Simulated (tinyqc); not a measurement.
Changing the Debye temperature Theta: thermal displacements in the Debye model: Debye-Waller factors, bond-length spread and the Lindemann rule. Computed by tinyqc, a small Python program. Command: `OMP_NUM_THREADS=1 python tinyqc.py 3013433 3013434 out.jsonl debyewaller sweep`. One thread of a shared host (Intel(R) Xeon(R) Processor @ 2.30GHz), about 0.01 s of CPU time with the checks.

A Debye spectrum with three branches of one velocity, cut at k_B Theta; 2 atoms per cube, nearest neighbours at d = 0.866025 a.

Inputs (values chosen for the exercise, modelled on iron): atomic mass M = 55.85 u; lattice constant a = 2.866 angstrom; temperature T = 77 K; Lindemann ratio x_L = 0.12; gamma-ray energy E = 14.4 keV; photoelectron wave number k = 8.3 1/angstrom.

Structure: bcc.

Constants: hbar^2/u = 4.18015928e-03 eV angstrom^2; k_B = 8.617333262e-05 eV/K; e = 1.602176634e-19 C; u = 1.6605390666e-27 kg; c = 299792458 m/s; hbar = 6.582119569e-16 eV s.

Method:
- <u_x^2> = (3 hbar^2/(2 M k_B Theta)) int_0^1 s coth(s Theta/(2T)) ds (64 Gauss-Legendre points); it tends to 3 hbar^2/(4 M k_B Theta) at T = 0 and to 3 hbar^2 T/(M k_B Theta^2) at high T.
- B = 8 pi^2 <u_x^2>.
- A nucleus of this mass is supposed to emit a gamma ray of the energy chosen: recoil energy E_R = E^2/(2 M c^2), wave number k_g = E/(hbar c), recoil-free fraction f = exp(-k_g^2 <u_x^2>).
- Correlated Debye model: sigma^2 = (3 hbar^2/(M k_B Theta)) int_0^1 s coth(s Theta/(2T)) [1 - sin(s q_D R)/(s q_D R)] ds for two atoms at distance R, q_D = (6 pi^2 n)^(1/3), n atoms per volume; uncorrelated motion would give 2 <u_x^2>.
- An EXAFS amplitude is damped by exp(-2 k^2 sigma^2).
- Melting is placed where sqrt(3 <u_x^2>) = x_L d; the classical form gives T_m = M k_B Theta^2 (x_L d)^2/(9 hbar^2).

One run for each value; columns: (1) Debye temperature Theta (K); (2) B factor (angstrom^2); (3) Lindemann T_m (K); (4) recoil-free fraction f; (5) sigma^2 of the nearest bond (angstrom^2):
```
(1)      (2)     (3)      (4)        (5)
247  0.32736   689.9  0.80188  0.0055683
282  0.26528   900.0  0.83617  0.0046081
321  0.21792  1166.9  0.86331  0.0038685
366  0.18022  1517.7  0.88555  0.0032716
417  0.15053  1970.9  0.90345  0.0027933
476  0.12649  2568.8  0.91822  0.0023974
542  0.10744  3331.3  0.93010  0.0020758
618  0.09171  4331.8  0.94002  0.0018028
```

Over the rows, B factor (angstrom^2) falls from 0.327 to 0.0917 (exponent d ln y / d ln x -1.6 between the first rows and -1.2 between the last); Lindemann T_m (K) rises from 690 to 4330 (exponent d ln y / d ln x about 2.0 throughout); recoil-free fraction f rises from 0.802 to 0.940 (exponent d ln y / d ln x 0.32 between the first rows and 0.081 between the last). The exponent of Lindemann T_m stays between 2.00 and 2.01, near 2: T_m goes as Theta^2. Theta measures the stiffness, M Theta^2 ~ spring constant: stiffer crystals vibrate less and, by the Lindemann rule, melt higher.

Extremes, crossings and ranges named in words are read from the listed rows.
